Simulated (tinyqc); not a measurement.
Chemical trend: level against potential: deep trap from a strong local potential in a two-band host (Koster-Slater model with semi-elliptic bands). Computed by tinyqc, a small Python program. Command: `OMP_NUM_THREADS=1 python tinyqc.py 3025555 3025556 out.jsonl deeptrap walk`. One thread of a shared host (Intel(R) Xeon(R) Processor @ 2.30GHz), about 0.03 s of CPU time with the checks.

The valence band spans -2 W_v to 0 and the conduction band E_g to E_g + 2 W_c. The orbital at the impurity site has weight f_v in the valence band and 1 - f_v in the conduction band, each spread as a semi-ellipse (2/(pi W^2)) sqrt(W^2 - x^2) about the band centre. The impurity adds U to this orbital. Spin is left out.

Inputs (values chosen for the exercise, with a gap close to that of silicon):
```
quantity                                value  unit
gap E_g                                  1.14    eV
half-width of the valence band W_v        5.4    eV
half-width of the conduction band W_c     4.4    eV
valence weight f_v of the site orbital    0.6     -
```

Impurity: attractive, donor-like.

Method:
- In the gap G(E) = f_v (2/W_v^2)[x - sqrt(x^2 - W_v^2)] - (1 - f_v)(2/W_c^2)[y - sqrt(y^2 - W_c^2)], x = E + W_v, y = E_g + W_c - E.
- G falls across the gap from G(0) to G(E_g). A repulsive U binds if U > 1/G(0), an attractive one if U < 1/G(E_g); the vacancy level (U infinite) solves G(E) = 0 (bisection).
- The trap level solves G(E) = 1/U (bisection). With D = -dG/dE = D_v + D_c, D_v = f_v (2/W_v^2)[x/sqrt(x^2 - W_v^2) - 1] and D_c = (1 - f_v)(2/W_c^2)[y/sqrt(y^2 - W_c^2) - 1], the weight on the impurity orbital is 1/(U^2 D) and the conduction-band character is D_c/D.
- U is 1.05, 1.2, 1.5, 2, 3, 5, 10 and 30 times the threshold, rounded to three digits; the largest values are formal and only show the vacancy limit.

attractive threshold = -15.5017 eV

vacancy level = 0.858321 eV

Trend:
```
U (eV)  E_t (eV)  weight on the impurity  conduction character  E_t - vacancy level (eV)
-16.3     1.1393               0.0015921               0.98654                   0.28101
-18.6     1.1322               0.0042116               0.95340                   0.27390
-23.3     1.1083               0.0054643               0.90337                   0.24993
-31.0     1.0687               0.0046338               0.85041                   0.21037
-46.5     1.0129               0.0027290               0.79265                   0.15462
-77.5     0.9575               0.0011611               0.74321                   0.09918
-155.0    0.9101               0.0003205               0.70436                   0.05180
-465.0    0.8760               0.0000376               0.67771                   0.01772
```

dE_t/dU equals the weight on the impurity, which peaks at 0.005 (U = -23.3 eV) and falls to 3.8e-5 in the last row, so beyond the peak each further eV of potential moves the level less. The level nears the vacancy level, 0.858 eV, as 1/U: it is 0.052 eV away at 10 times the threshold and 0.018 eV at 30 times, and the state is then host-like.

Extremes, crossings and ranges named in words are read from the listed rows.
